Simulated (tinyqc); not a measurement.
Inside a calculation. Model: Heisenberg spin cluster by exact diagonalisation: multiplets, susceptibility, level crossings. Computed by tinyqc, a small Python program that keeps every step. Command: `OMP_NUM_THREADS=1 python tinyqc.py 3004692 3004693 out.jsonl spincl walk`. One thread of a shared host (Intel(R) Xeon(R) Processor @ 2.30GHz), about 0.01 s of CPU time with the checks. Intermediate numbers are printed to about 6 digits and carried at full precision; extremes and crossings named in words are read from the listed rows.

H = J1 sum S_i.S_j over the bonds 1-2, 2-3, 3-4, 4-5, 5-6, 6-1 + J2 sum over 1-3, 2-4, 3-5, 4-6, 5-1, 6-2 - g mu_B B S_z; J > 0 is antiferromagnetic.

Inputs (values chosen for the exercise, for a model cluster):

| quantity | value | unit |
|---|---|---|
| exchange J1 | 0.776 | meV |
| exchange J2 | -0.53 | meV |
| g factor | 2.03 | - |
| temperature T | 1.9 | K |
| field B | 3.2 | T |

Cluster: ring of six with second neighbours J2. Spin s of each site: 0.5.

Constants: k_B = 8.617333262e-05 eV/K; mu_B = 5.7883818060e-05 eV/T.

## Multiplets

Every multiplet has one member in the block S_z = 0; diagonalise it and read the total spin from <S^2> = S (S + 1).

Levels at B = 0:

| E (meV) | total S | number of multiplets |
|---|---|---|
| -2.88310 | 0 | 1 |
| -2.32937 | 1 | 1 |
| -1.18300 | 2 | 1 |
| -0.82357 | 1 | 2 |
| -0.77600 | 1 | 2 |
| -0.36900 | 0 | 1 |
| 0.00000 | 2 | 2 |
| 0.36900 | 3 | 1 |
| 0.40700 | 0 | 2 |
| 0.77600 | 2 | 2 |
| 0.77737 | 1 | 1 |
| 1.18300 | 1 | 1 |
| 1.23057 | 1 | 2 |
| 1.33110 | 0 | 1 |

ground energy = -2.88310 meV

gap to the next level = 0.553731 meV

The ground state has S = 0; the next level has S = 1. The highest spin, S = 3, lies at 0.369 meV, s^2 times the sum of all J, s the spin of a site.

## Thermal averages at zero field

Z = sum k (2S + 1) exp(-E/(k_B T)) over the table, k the number of multiplets; <S^2> likewise with the factor S (S + 1); chi T = N_A g^2 mu_B^2 <S^2>/(3 k_B) = 0.125049 g^2 <S^2> cm^3 K/mol (cgs, per mole of clusters); C = (<E^2> - <E>^2)/(k_B T)^2; entropy = ln Z + <E>/(k_B T).

<S^2> = 0.185895

chi T = 0.0957943 cm^3 K/mol

heat capacity = 0.979429 k_B

entropy = 0.411936 k_B

Free spins would give <S^2> = 4.5 and the entropy 4.159 k_B; chi T is 4 % of the free value.

## Magnetisation in the field

Each multiplet splits as E - g mu_B B m; <S_z> is the Boltzmann mean. The first level crossing is at the smallest (E_S - E_0)/(g mu_B (S - S_0)) over higher spins (0 if the ground state has the highest spin).

<S_z> = 0.247255

first crossing field = 4.71244 T

Linear response would give g mu_B B <S^2>/(3 k_B T) = 0.142.

## Susceptibility against the Curie-Weiss form

High-temperature form: chi T = C0/(1 - theta/T), C0 = 0.125049 g^2 n s (s + 1), k_B theta = -(2/3) s (s + 1) (sum of J over bonds)/n, n = 6; a dash where T <= 1.05 theta.

theta = -1.42736 K

Against temperature:

| T (K) | chi T (cm^3 K/mol) | Curie-Weiss | chi (cm^3/mol) | C (k_B) |
|---|---|---|---|---|
| 0.9 | 2.44588e-03 | 0.89674 | 0.002718 | 0.12069 |
| 1.8 | 8.05402e-02 | 1.29333 | 0.044745 | 0.92733 |
| 3.2 | 3.20654e-01 | 1.60362 | 0.100204 | 1.29077 |
| 5.4 | 7.20933e-01 | 1.83411 | 0.133506 | 2.17758 |
| 9.0 | 1.31867e+00 | 2.00149 | 0.146519 | 1.98329 |
| 14.0 | 1.76589e+00 | 2.10437 | 0.126135 | 0.98718 |
| 23.0 | 2.05072e+00 | 2.18341 | 0.089162 | 0.34663 |
| 36.0 | 2.17596e+00 | 2.23048 | 0.060443 | 0.12955 |
| 72.0 | 2.26031e+00 | 2.27384 | 0.031393 | 0.02918 |
| 140.0 | 2.29196e+00 | 2.29551 | 0.016371 | 0.00728 |

The Curie-Weiss form is within 3 % in the last 3 rows. chi passes a maximum, at 9 K among these rows, the mark of a singlet ground state; among these rows C is largest at 5.4 K, and the gap is 6.43 K.

Checks made by the program: the trace of H and the count of states (relative difference below 1e-10).
